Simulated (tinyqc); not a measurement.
Longitudinal sound in a periodic multilayer: transfer matrices, stop bands and folded phonons. Changing the thickness d_2. Computed by tinyqc, a small Python program. Command: `OMP_NUM_THREADS=1 python tinyqc.py 3007204 3007205 out.jsonl multilayer sweep`. One thread of a shared host (Intel(R) Xeon(R) Processor @ 2.30GHz), about 0.01 s of CPU time with the checks.

Layers 1 and 2 repeat with period d = d_1 + d_2; waves travel normal to the layers, without loss. State vector (u, s): displacement u and stress divided by omega. Impedances Z = rho v are in 1e6 kg/(m^2 s).

Inputs (values chosen for the exercise, modelled on silica (layer 1), silicon nitride (layer 2) and silica (substrate)):

| quantity | value | unit |
|---|---|---|
| density rho_1 | 2.19 | g/cm^3 |
| velocity v_1 | 5950 | m/s |
| thickness d_1 | 24.6 | nm |
| density rho_2 | 3.12 | g/cm^3 |
| velocity v_2 | 9930 | m/s |
| substrate density | 2.2 | g/cm^3 |
| substrate velocity | 5860 | m/s |
| periods N | 5 | - |

Method:
- Z = rho v; interface reflection r = (Z_2 - Z_1)/(Z_2 + Z_1) (stress amplitude, from 1 into 2); Bragg frequency f_B = 1/[2 (d_1/v_1 + d_2/v_2)]; long-wave velocity v_eff = d/sqrt[(d_1/v_1)^2 + (d_2/v_2)^2 + (Z_1/Z_2 + Z_2/Z_1)(d_1/v_1)(d_2/v_2)].
- A layer maps (u, s) by [[cos p, sin p/Z], [-Z sin p, cos p]], p = 2 pi f d_i/v_i; one period is M = M_2 M_1, and cos(q d) = trace(M)/2.
- For N periods A = M^N. A wave comes from a thick layer of material 1 and leaves into the substrate (Z_s): transmitted power T = 4 Z_1 Z_s/|Z_1 A_22 + Z_s A_11 - i (Z_1 Z_s A_12 - A_21)|^2, reflected power R = 1 - T.
- Gap m contains m f_B; its edges, where trace(M)/2 = (-1)^m, are found by root search. Weak-contrast estimate of the width: (4 f_B/pi) |r sin(m pi a)|, a = (d_1/v_1)/(d_1/v_1 + d_2/v_2).

One run for each value:

| thickness d_2 (nm) | width/f_B (%) | Bragg frequency f_B (GHz) | transmitted power at f_B | long-wave velocity v_eff (m/s) |
|---|---|---|---|---|
| 6.84 | 24.122 | 103.66 | 0.070742 | 6221.5 |
| 10.70 | 32.614 | 95.93 | 0.016886 | 6368.8 |
| 26.20 | 49.981 | 73.82 | 0.001095 | 6876.2 |
| 41.10 | 53.491 | 60.43 | 0.000685 | 7250.5 |
| 64.30 | 49.989 | 47.13 | 0.001094 | 7681.6 |
| 101.00 | 41.790 | 34.95 | 0.003717 | 8137.7 |
| 157.00 | 32.682 | 25.07 | 0.016694 | 8560.8 |
| 246.00 | 24.152 | 17.30 | 0.070392 | 8933.9 |

Give the missing row, thickness d_2 (nm) = 16.80.

Computed row:
```
thickness d_2 (nm)  width/f_B (%)  Bragg frequency f_B (GHz)  transmitted power at f_B  long-wave velocity v_eff (m/s)
16.80                      41.926                      85.82                  0.003638                          6584.8
```

Interpolating between the two neighbouring rows (the first column on a logarithmic scale, the others too where they are positive) misses most in transmitted power at f_B, by 17 %. Over the rows, width/f_B (%) goes from 24.1 through a maximum among these rows, 53.5 at 41.1, to 24.2; Bragg frequency f_B (GHz) falls from 104 to 17.3 (exponent d ln y / d ln x -0.17 between the first rows and -0.83 between the last); transmitted power at f_B goes from 0.0707 through a minimum among these rows, 6.85e-4 at 41.1, to 0.0704. The relative width is largest when both layers have equal transit times, at d_2 = 41.1 nm.

Extremes, crossings and ranges named in words are read from the listed rows.
